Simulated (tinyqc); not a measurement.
Thin-film transistor with exponential tail and deep states, accumulation layer: effect of the temperature.

An undoped film in accumulation, thicker than the space-charge layer. With band bending psi the Fermi level lies E0 - psi below the band edge. Free electrons n = n0 exp(psi/Vt) carry the current; electrons in two exponential distributions of traps, a = a0 exp(psi/Va) and d = d0 exp(psi/Vp), do not. Linear regime, ohmic contacts, traps in equilibrium.

Va = kB Tt/q, Vp = kB Td/q; n0 = Nc exp(-E0/Vt), a0 = Nt th(T/Tt) exp(-E0/Va), d0 = Nd th(T/Td) exp(-E0/Vp), th(x) = pi x/sin(pi x). G(psi) = sum over the three kinds of c0 [V (exp(psi/V) - 1) - psi], field F = sqrt(2 q G/(eps0 eps_r)); Vg = psi + eps0 eps_r F/Ci at the surface. Total charge Q = Ci (Vg - psi_s); free charge Qf = q times the integral of n0 (exp(psi/Vt) - 1)/F over psi from 0 to psi_s; I = (W/L) mb Qf Vd; effective mobility mb Qf/Q. Nc, E0 and mb are held fixed.

Values chosen for this exercise; values close to those of an organic semiconductor: relative permittivity of the semiconductor eps_r = 3.2; density of extended states Nc = 8.3e19 cm^-3; band mobility mb = 3.2 cm^2/(V s); total density of tail states Nt = 7.7e19 cm^-3; characteristic temperature of the tail Tt = 500 K; total density of deep states Nd = 3.9e17 cm^-3; characteristic temperature of the deep states Td = 1200 K; bulk Fermi level below the band edge E0 = 0.42 eV; gate capacitance Ci = 12 nF/cm^2; ratio W/L WL = 5; drain voltage Vd = 0.05 V; gate voltage above flat band Vg = 28 V.

Constants: q = 1.602176634e-19 C, kB = 1.380649e-23 J/K, Vt = kB T/q, eps0 = 8.8541878128e-14 F/cm where lengths are in cm. Results are converted to the units shown.

Results:
```
T (K)  E0 - psi_s (eV)  Q (nC/cm^2)  free share (%)  effective mobility (cm^2/(V s))  I (nA)
160            0.05256        331.6           1.246                          0.03988   3.306
180            0.05507        331.6           1.870                          0.05985   4.962
200            0.05790        331.7           2.581                          0.08259   6.848
220            0.06108        331.7           3.348                           0.1072   8.885
260            0.06846        331.8           4.939                           0.1581   13.11
280            0.07271        331.8           5.709                           0.1827   15.15
300            0.07738        331.9           6.425                           0.2056   17.06
```

Estimate the missing row, T = 240 K.

Computed row:
```
T (K)  E0 - psi_s (eV)  Q (nC/cm^2)  free share (%)  effective mobility (cm^2/(V s))  I (nA)
240            0.06459        331.7           4.144                           0.1326   11.00
```

With this row back in the table: As T goes from 160 to 300 K, the free share rises from 1.25 to 6.43 %, the distance of the Fermi level from the edge rises from 0.0526 to 0.0774 eV and the current rises from 3.31 to 17.1 nA. The apparent activation energy between the first two rows is 0.0504 eV, against E0 - psi_s = 0.0526 eV there. For T = 260 to 300 K the th form, which assumes a Fermi level far below the edge, overcounts the filled tail at the surface by more than 15 %.

Numbers from tinyqc (`OMP_NUM_THREADS=1 python tinyqc.py 2610110 2610111 out.jsonl`; about 0.02 s on one thread of a shared Intel Xeon 2.30GHz).
